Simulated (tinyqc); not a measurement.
RHF in the 3-21g basis, for He, spin multiplicity 1, step by step. Computed by tinyqc, a small Python program that keeps every step (integrals from PySCF). Settings: charge = 0, multiplicity = 1, basis = 3-21g, energy threshold = 1e-09, iteration cap = 51, orthogonalisation = canonical, start = core, DIIS depth = 4, method = RHF. Command: `OMP_NUM_THREADS=1 python tinyqc.py 30514 30515 out.jsonl` (the two numbers bound the seeds that draw the settings). One thread of a shared host (Intel(R) Xeon(R) Processor @ 2.60GHz), about 0.03 s of CPU time with the checks. Later iterations appear only in the table of the cycle.

## One-electron integrals

Geometry (angstrom):

| atom | x | y | z |
|---|---|---|---|
| He | 0.000000 | 0.000000 | 0.000000 |

Basis 3-21g: exponents (1/bohr^2) and contraction coefficients of normalised primitives:

| element | l (shell) | exponent | coefficient |
|---|---|---|---|
| He | s (1) | 13.626700 | 0.175230 |
| He | s (1) | 1.999350 | 0.893482 |
| He | s (2) | 0.382993 | 1.000000 |

Overlap, kinetic and nuclear-attraction integrals over the contracted functions; the nuclear repulsion is the sum of Za Zb / Rab.

nuclear repulsion = 0 hartree

overlap S:
```
          1He 1s    1He 2s
1He 1s  1.000000  0.595216
1He 2s  0.595216  1.000000
```

kinetic energy T (hartree):
```
          1He 1s    1He 2s
1He 1s  3.916124  0.578949
1He 2s  0.578949  0.574489
```

nuclear attraction V (hartree):
```
           1He 1s     1He 2s
1He 1s  -5.489688  -2.235292
1He 2s  -2.235292  -1.975129
```

core Hamiltonian H = T + V (hartree):
```
           1He 1s     1He 2s
1He 1s  -1.573565  -1.656343
1He 2s  -1.656343  -1.400640
```

## Two-electron integrals

Functions are numbered as in S; the eight-fold symmetry (ij|kl) = (ji|kl) = (kl|ij) leaves the list below.

Two-electron integrals (ij|kl) in chemists' order, unique and non-zero (hartree):
```
(11|11) 1.803255   (21|11) 0.876507   (21|21) 0.452077   (22|11) 0.917008
(22|21) 0.514678   (22|22) 0.698314
```

## Orthogonalisation

S = U s U^T; canonical form X = U s^(-1/2), so that X^T S X = 1. Each column of U has its largest component positive (the first on a tie).

eigenvalues of S: 0.404784  1.595216

X:
```
                1         2
1He 1s   1.111407  0.559855
1He 2s  -1.111407  0.559855
```

## Starting guess

The start is the orbitals of the core Hamiltonian; D = 2 C_occ C_occ^T.

D at the start:
```
          1He 1s    1He 2s
1He 1s  0.742255  0.620627
1He 2s  0.620627  0.518930
```

## Iteration 1: building the Fock matrix

J_ij = sum D_kl (ij|kl), K_ij = sum D_kl (ik|jl); F = H + J - 0.5 K; E = tr D H + tr D J / 2 - 0.25 tr D K + E_nn.

Coulomb J (hartree):
```
          1He 1s    1He 2s
1He 1s  2.902307  1.478817
1He 2s  1.478817  1.681877
```

exchange K (hartree):
```
          1He 1s    1He 2s
1He 1s  2.661040  1.767366
1He 2s  1.767366  1.336779
```

Fock matrix F (hartree):
```
           1He 1s     1He 2s
1He 1s  -0.001778  -1.061209
1He 2s  -1.061209  -0.387152
```

total energy of this density = -2.73510990 hartree

## Iteration 1: diagonalisation and new density

Diagonalise F' = X^T F X, C = X C', fill 1 alpha and 1 beta electrons from the bottom; D = 2 C_occ C_occ^T. Each column has its largest component positive (the first on a tie).

F' = X^T F X (hartree):
```
          1          2
1  2.141250   0.239790
2  0.239790  -0.787150
```

orbital energies (hartree): MO1 -0.806655, MO2 2.160755

coefficients C:
```
             MO1        MO2
1He 1s  0.467904   1.153139
1He 2s  0.648119  -1.062359
```

D after iteration 1:
```
          1He 1s    1He 2s
1He 1s  0.437869  0.606515
1He 2s  0.606515  0.840116
```

## Iteration 2: building the Fock matrix

As before.

Coulomb J (hartree):
```
          1He 1s    1He 2s
1He 1s  2.623212  1.364568
1He 2s  1.364568  1.612514
```

exchange K (hartree):
```
          1He 1s    1He 2s
1He 1s  2.232616  1.646556
1He 2s  1.646556  1.408935
```

Fock matrix F (hartree):
```
           1He 1s     1He 2s
1He 1s  -0.066661  -1.115053
1He 2s  -1.115053  -0.492593
```

total energy of this density = -2.83526297 hartree

## Iteration 2: DIIS over 2 matrices

error matrix X^T (FDS - SDF) X:
```
           1         2
1   0.000000  0.048230
2  -0.048230  0.000000
```

B (overlaps of the stored error matrices):
```
               1              2
1  1.0964029e+00  7.1419618e-02
2  7.1419618e-02  4.6522697e-03
```

Minimise |sum c_i e_i|^2 with sum c_i = 1: solve [B -1; -1 0][c; lambda] = [0; -1] with B_ij = tr e_i^T e_j, and take F = sum c_i F_i.

DIIS coefficients: -0.069679  1.069679

extrapolated F (hartree):
```
           1He 1s     1He 2s
1He 1s  -0.071182  -1.118805
1He 2s  -1.118805  -0.499940
```

## Iteration 2: diagonalisation and new density

As before.

F' = X^T F X (hartree):
```
          1          2
1  2.058489   0.266785
2  0.266785  -0.880361
```

orbital energies (hartree): MO1 -0.904383, MO2 2.082511

coefficients C:
```
             MO1        MO2
1He 1s  0.457928   1.157137
1He 2s  0.657270  -1.056722
```

D after iteration 2:
```
          1He 1s    1He 2s
1He 1s  0.419396  0.601964
1He 2s  0.601964  0.864007
```

## Iteration 3: building the Fock matrix

As before.

Coulomb J (hartree):
```
          1He 1s    1He 2s
1He 1s  2.603830  1.356557
1He 2s  1.356557  1.607573
```

exchange K (hartree):
```
          1He 1s    1He 2s
1He 1s  2.202127  1.636429
1He 2s  1.636429  1.412582
```

Fock matrix F (hartree):
```
           1He 1s     1He 2s
1He 1s  -0.070798  -1.118000
1He 2s  -1.118000  -0.499358
```

total energy of this density = -2.83567987 hartree

## Iteration 3: DIIS over 3 matrices

error matrix X^T (FDS - SDF) X:
```
           1         2
1   0.000000  0.000044
2  -0.000044  0.000000
```

B (overlaps of the stored error matrices):
```
               1              2              3
1  1.0964029e+00  7.1419618e-02  6.4533533e-05
2  7.1419618e-02  4.6522697e-03  4.2037105e-06
3  6.4533533e-05  4.2037105e-06  3.7984001e-09
```

As before.

DIIS coefficients: -0.032456  0.497772  0.534684

extrapolated F (hartree):
```
           1He 1s     1He 2s
1He 1s  -0.070979  -1.118376
1He 2s  -1.118376  -0.499632
```

## Iteration 3: diagonalisation and new density

As before.

F' = X^T F X (hartree):
```
          1          2
1  2.058062   0.266720
2  0.266720  -0.879932
```

orbital energies (hartree): MO1 -0.903949, MO2 2.082079

coefficients C:
```
             MO1        MO2
1He 1s  0.457923   1.157139
1He 2s  0.657274  -1.056719
```

D after iteration 3:
```
          1He 1s    1He 2s
1He 1s  0.419387  0.601962
1He 2s  0.601962  0.864018
```

## Iteration 4: building the Fock matrix

As before.

Coulomb J (hartree):
```
          1He 1s    1He 2s
1He 1s  2.603821  1.356553
1He 2s  1.356553  1.607570
```

exchange K (hartree):
```
          1He 1s    1He 2s
1He 1s  2.202112  1.636424
1He 2s  1.636424  1.412584
```

Fock matrix F (hartree):
```
           1He 1s     1He 2s
1He 1s  -0.070800  -1.118001
1He 2s  -1.118001  -0.499361
```

total energy of this density = -2.83567987 hartree

## Iteration 4: DIIS over 4 matrices

error matrix X^T (FDS - SDF) X:
```
           1         2
1   0.000000  0.000020
2  -0.000020  0.000000
```

B (overlaps of the stored error matrices):
```
               1              2              3              4
1  1.0964029e+00  7.1419618e-02  6.4533533e-05  3.0071261e-05
2  7.1419618e-02  4.6522697e-03  4.2037105e-06  1.9588402e-06
3  6.4533533e-05  4.2037105e-06  3.7984001e-09  1.7699741e-09
4  3.0071261e-05  1.9588402e-06  1.7699741e-09  8.2477049e-10
```

As before.

DIIS coefficients: -0.021158  0.324347  0.348400  0.348411

extrapolated F (hartree):
```
           1He 1s     1He 2s
1He 1s  -0.070917  -1.118246
1He 2s  -1.118246  -0.499539
```

## Iteration 4: diagonalisation and new density

As before.

F' = X^T F X (hartree):
```
          1          2
1  2.057932   0.266700
2  0.266700  -0.879802
```

orbital energies (hartree): MO1 -0.903818, MO2 2.081948

coefficients C:
```
             MO1        MO2
1He 1s  0.457922   1.157139
1He 2s  0.657275  -1.056718
```

D after iteration 4:
```
          1He 1s    1He 2s
1He 1s  0.419384  0.601961
1He 2s  0.601961  0.864022
```

## Iteration 6 (converged): orbitals

converged F (hartree):
```
           1He 1s     1He 2s
1He 1s  -0.070801  -1.118003
1He 2s  -1.118003  -0.499364
```

As before.

F' = X^T F X (hartree):
```
          1          2
1  2.057689   0.266663
2  0.266663  -0.879558
```

orbital energies (hartree): MO1 -0.903572, MO2 2.081703

coefficients C:
```
             MO1        MO2
1He 1s  0.457919   1.157140
1He 2s  0.657278  -1.056716
```

D after iteration 6:
```
          1He 1s    1He 2s
1He 1s  0.419379  0.601960
1He 2s  0.601960  0.864028
```

## Convergence

Stop when the energy changes by less than 1e-09 hartree and every element of the error matrix X^T (F D S - S D F) X is below 9e-06.

Course of the cycle:

| iteration | E (hartree) | change | largest element of the error matrix |
|---|---|---|---|
| 1 | -2.73510990 | - | 7.40e-01 |
| 2 | -2.83526297 | -1.00e-01 | 4.82e-02 |
| 3 | -2.83567987 | -4.17e-04 | 4.36e-05 |
| 4 | -2.83567987 | -2.67e-10 | 2.03e-05 |
| 5 | -2.83567987 | -4.25e-11 | 1.32e-05 |
| 6 | -2.83567987 | -3.14e-11 | 2.17e-09 |

PySCF RHF in the same basis = -2.83567987 hartree

Converged in 6 iterations.

## Populations

Mulliken: Z minus the diagonal of D S on the atom; Loewdin: the same with S^(1/2) D S^(1/2).

Charges (e):

| atom | Mulliken | Loewdin |
|---|---|---|
| 1He | 0 | 0 |
